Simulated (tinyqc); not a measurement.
# IGBT as a p-i-n diode in series with a MOS channel, on-state and switching loss: what changes with what

High injection (n = p) in a drift layer from x = -W/2 (anode) to +W/2 (cathode side), recombination only in the layer with lifetime tau, ideal emitters. The channel feeds the cathode side and carries the whole current. Auger recombination, carrier-carrier scattering, emitter losses and the carrier dip under the p body are left out.

Values chosen for this exercise; material values close to those of silicon: temperature T = 300 K; band gap Eg = 1.11 eV; conduction-band density of states at T Nc = 2.82e19 cm^-3; valence-band density of states at T Nv = 2.7e19 cm^-3; electron mobility mn = 1400 cm^2/(V s); hole mobility mp = 480 cm^2/(V s); width of the drift layer W = 110 um; doping of the drift layer Nd = 7.2e13 cm^-3; high-injection lifetime tau = 0.4 us; current density J = 250 A/cm^2; channel and accumulation resistance Rch = 0.8 mohm cm^2; link voltage Vdc = 600 V; turn-off energy per stored charge and link voltage ks = 0.07; switching frequency f = 10 kHz.

Constants: q = 1.602176634e-19 C, kB = 1.380649e-23 J/K, Vt = kB T/q. Results are converted to the units shown.

Each table varies one quantity; the others keep the values above.

## Effect of the switching frequency

b = mn/mp, B = (b - 1)/(b + 1), La = sqrt(2 Vt mn mp tau/(mn + mp)), y = W/(2 La). n(x) = (tau J/(2 q La))[cosh(x/La)/sinh y - B sinh(x/La)/cosh y]. Vm = Vt [(8 b/(b + 1)^2)(sinh y/s) arctan(s sinh y) + B ln((1 + B tanh^2 y)/(1 - B tanh^2 y))], s = sqrt(1 - B^2 tanh^2 y); Vj = Vt ln(n(-W/2) n(W/2)/ni^2), ni = sqrt(Nc Nv) exp(-Eg/(2 Vt)), Eg in volts; Vc = J Rch; Von = Vm + Vj + Vc. Stored charge tau J, turn-off energy Eoff = ks tau J Vdc, loss at half duty 0.5 J Von + f Eoff. A unipolar device on the same layer has Vu = J (W/(q mn Nd) + Rch).

The same in every row: y = 2.023; Von (V) = 1.246; Vu (V) = 170.5; Eoff (mJ/cm^2) = 4.200.

Effect of the switching frequency:
```
f (kHz),total loss (W/cm^2)
0.3,157.0
0.64,158.4
1.4,161.6
2.9,167.9
6.2,181.8
13,210.3
28,273.3
60,407.7
```

What does the table show?

As f goes from 0.3 to 60 kHz, Von stays at 1.25 V, Eoff stays at 4.20 mJ/cm^2 and the total loss rises from 157 to 408 W/cm^2. Von is below Vu in 8 of the 8 rows.

## Effect of the channel and accumulation resistance

Same model as above.

The same in every row: y = 2.023; Eoff (mJ/cm^2) = 4.200.

Results:
```
Rch (mohm cm^2),Von (V),Vu (V),total loss (W/cm^2)
0.2,1.096,170.3,179.0
0.4,1.146,170.4,185.2
0.78,1.241,170.5,197.1
1.5,1.421,170.7,219.6
3.1,1.821,171.1,269.6
12,4.046,173.3,547.7
```

Estimate the missing row, Rch = 6.1 mohm cm^2.

Computed row:
```
Rch (mohm cm^2),Von (V),Vu (V),total loss (W/cm^2)
6.1,2.571,171.8,363.4
```

With this row back in the table: As Rch goes from 0.2 to 12 mohm cm^2, Von rises from 1.10 to 4.05 V, Eoff stays at 4.20 mJ/cm^2 and the total loss rises from 179 to 548 W/cm^2. Von is below Vu in 7 of the 7 rows.

## Effect of the high-injection lifetime

Same model as above.

The same in every row: Vu (V) = 170.48.

Results:
```
tau (us),y,Von (V),Eoff (mJ/cm^2),total loss (W/cm^2)
0.13,3.5483,2.1816,1.3650,286.35
0.21,2.7918,1.5397,2.2050,214.51
0.35,2.1625,1.2825,3.6750,197.06
0.57,1.6946,1.1812,5.9850,207.50
0.92,1.3338,1.1389,9.6600,238.97
1.5,1.0446,1.1243,15.750,298.03
4,0.63968,1.1352,42.000,561.91
```

Estimate the missing row, tau = 2.5 us.

Computed row:
```
tau (us),y,Von (V),Eoff (mJ/cm^2),total loss (W/cm^2)
2.5,0.80914,1.1255,26.250,403.18
```

With this row back in the table: As tau goes from 0.13 to 4 us, Von goes from 2.18 through a minimum of 1.12 (at tau = 1.5 us among the rows listed) to 1.14 V, Eoff rises from 1.36 to 42.0 mJ/cm^2 and the total loss goes from 286 through a minimum of 197 (at tau = 0.35 us among the rows listed) to 562 W/cm^2. Von is below Vu in 8 of the 8 rows. A short lifetime starves the middle of the layer, a long one stores charge, hence the minimum of the loss. For tau = 0.57 to 4 us the density at the anode passes 2e17 cm^-3, where Auger recombination and emitter losses matter.

Numbers from tinyqc (`OMP_NUM_THREADS=1 python tinyqc.py 2590130 2590131 out.jsonl`; about 0.01 s on one thread of a shared Intel Xeon 2.30GHz).
